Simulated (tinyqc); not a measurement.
Speciation in dilute and buffered hydrofluoric acid, oxide etch rate and bath loading. From pH back to HF added. Computed by tinyqc, a small Python program. Command: `OMP_NUM_THREADS=1 python tinyqc.py 3121352 3121353 out.jsonl hfetch inv`. One thread of a shared host (Intel(R) Xeon(R) Processor @ 2.30GHz), about 0.01 s of CPU time with the checks.

Concentrations stand for activities, NH4+ and Cl- are spectators, and water ionisation is neglected. H, F and HF2 denote the ions H+, F- and HF2-. The base temperature is 298 K.

Inputs (values chosen for the exercise, of the order of those for thermal oxide at room temperature):
```
quantity,value,unit
NH4F added,0.066,mol/L
HCl added,0,mol/L
K1 = [H][F]/[HF],0.000627,mol/L
K2 = [HF2]/([HF][F]),4.02,L/mol
K3 = [H2F2]/[HF]^2,2.58,L/mol
```

Method. Fluoride balance: [HF] + [F] + 2 [HF2] + 2 [H2F2] = HF added + NH4F added. Acid balance: [H] + [HF] + [HF2] + 2 [H2F2] = HF added + HCl added. For a trial [H], [HF] = [H][F]/K1, and the fluoride balance is a quadratic in [F]. The root is refined to 1e-13 in pH = -log10 [H].

Task: A run gave the result below. Find the HF added, known to lie between 0.16 and 0.29 mol/L.

pH = 2.853653

Result:

Each step takes the trial c = (a f_b - b f_a)/(f_b - f_a), f being the result less the target and a, b, c the logarithms of the listed values; c replaces end b, the old b replaces a if the sign of f changed, and otherwise f_a is halved.

Scan of the range:
```
HF added (mol/L),pH
0.160,2.91574
0.177,2.87221
0.195,2.83057
0.215,2.78871
0.238,2.74528
0.263,2.70276
0.290,2.66131
```

False position (Illinois rule, in the logarithm of the input) inside the bracket:
```
step,end a,end b,trial,pH
1,0.177000,0.195000,0.184806,2.85364
2,0.177000,0.184806,0.184794,2.85367
3,0.184806,0.184794,0.184800,2.85365
```

pH falls at every point of a 13-point scan of the range (every second point is shown), so one value fits; it is bracketed by 0.177 and 0.195. Answer: HF added = 0.1848 mol/L.
